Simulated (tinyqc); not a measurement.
# Tunnelling through a two-layer gate stack, WKB transmission and Tsu-Esaki current, step by step

tinyqc, about 0.05 s, one thread, Intel Xeon 2.30GHz (shared host): `OMP_NUM_THREADS=1 python tinyqc.py 2540142 2540143 out.jsonl` Printed values are rounded.

Electrons leave the emitter at x = 0. Energies E (motion across the layers) are in eV from the emitter Fermi level; the collector Fermi level lies at -V and offers states at every E. No charge in the dielectric and no image force: F1 = V/(t1 + t2 eps1/eps2), F2 = F1 eps1/eps2; U = phi1 - F1 x in layer 1 and phi2 - F1 t1 - F2 (x - t1) in layer 2. With C = hbar^2/(2 m0), kappa = sqrt(m (U - E)/C) where U > E and 0 elsewhere; T(E) = exp(-S), S = 2 times the integral of kappa over x.

Inputs (values chosen for the exercise); layer 1 close to silicon nitride, layer 2 close to hafnium oxide:
- T = 300 K (temperature)
- Ef = 0.19 eV (Fermi energy of the emitter above its band bottom)
- me = 1 m0 (emitter mass in the supply function)
- phi1 = 2.08 eV (barrier of layer 1 above the emitter Fermi level at zero bias)
- m1 = 0.52 m0 (tunnelling mass of layer 1)
- t1 = 0.8 nm (thickness of layer 1)
- eps1 = 7.67 (relative permittivity of layer 1)
- phi2 = 1.57 eV (barrier of layer 2 at zero bias)
- m2 = 0.19 m0 (tunnelling mass of layer 2)
- t2 = 1.8 nm (thickness of layer 2)
- eps2 = 21.2 (relative permittivity of layer 2)
- V = 1.4 V (voltage across the dielectric)
- E = -0.08 eV (energy of the electron followed)
- nc = 6 (cells in each layer)
- Ea = -0.19 eV (lower end of the energy grid)
- Eb = 0.3 eV (upper end of the energy grid)
- nE = 9 (points of the energy grid)

Constants: q = 1.602176634e-19 C, kB = 1.380649e-23 J/K, hbar = 1.054571817e-34 J s, m0 = 9.1093837015e-31 kg, Vt = kB T/q, hbar^2/(2 m0) = 0.0380998212 eV nm^2. Results are converted to the units shown.

## Fields and band edges

F1 = V/(t1 + t2 eps1/eps2), F2 = F1 eps1/eps2; U = phi1 - F1 x in layer 1 and phi2 - F1 t1 - F2 (x - t1) in layer 2. EOT = 3.9 (t1/eps1 + t2/eps2).

F1 = 9.64701 MV/cm
F2 = 3.49022 MV/cm
U at the end of layer 1 = 1.30824 eV
U at the start of layer 2 = 0.798239 eV
U at the end of layer 2 = 0.17 eV
EOT = 0.737912 nm

## WKB exponent by the midpoint rule

Cut each layer into nc equal cells, take U and kappa at the cell centres, and sum S = 2 sum kappa h.

```
cell,x (nm),U (eV),kappa (1/nm)
0,0.06667,2.01569,5.34815
1,0.20000,1.88706,5.18142
2,0.33333,1.75843,5.00915
3,0.46667,1.62981,4.83074
4,0.60000,1.50118,4.64548
5,0.73333,1.37255,4.45252
6,0.95000,0.74589,2.02944
7,1.25000,0.64118,1.89643
8,1.55000,0.53647,1.75336
9,1.85000,0.43177,1.59754
10,2.15000,0.32706,1.42477
11,2.45000,0.22235,1.22793
```

S = 13.8157
T(E) = 9.99841e-7

## WKB exponent in closed form

Each layer adds (2/F) sqrt(m/C) [G(u at its left edge) - G(u at its right edge)] to S, with u = U - E (0 where negative) and G(u) = (2/3) u^1.5. The slope follows from 1/d = -dS/dE.

S = 13.8125
T(E) = 1.00300e-6
energy d over which T(E) grows by a factor e = 0.12778 eV

The midpoint rule gives S = 13.816, so its T(E) is 0.31 % below this value. The band edge stays above E through the whole stack: direct tunnelling through a trapezoid.

## Current density on a coarse energy grid

J = J0 times the integral of T(E) N(E) dE, N = ln[(1 + exp(-E/Vt))/(1 + exp((-E - V)/Vt))], J0 = q^2 me m0 kB T/(2 pi^2 hbar^3) (times 1e-4 for A/cm^2 per eV), by Simpson's rule on nE equally spaced points from Ea to Eb.

```
point,E (eV),T(E),N,T(E) N
0,-0.190000,4.39514e-7,7.35017,3.23051e-6
1,-0.128750,6.89990e-7,4.98712,3.44107e-6
2,-0.067500,1.10666e-6,2.68190,2.96795e-6
3,-0.006250,1.82188e-6,0.821316,1.49634e-6
4,0.055000,3.10132e-6,0.112556,3.49074e-7
5,0.116250,5.53356e-6,0.0110835,6.13312e-8
6,0.177500,1.08454e-5,0.00104209,1.13019e-8
7,0.238750,2.30017e-5,9.75338e-5,2.24345e-9
8,0.300000,4.73985e-5,9.12473e-6,4.32499e-10
```

J0 = 4.18366e8 A/(cm^2 eV)
J = 255.322 A/cm^2

The integrand peaks at E = -0.129 eV among these points. A converged quadrature from -Ef to above the barrier gives 255.7 A/cm^2; this grid is 0.14 % below that.
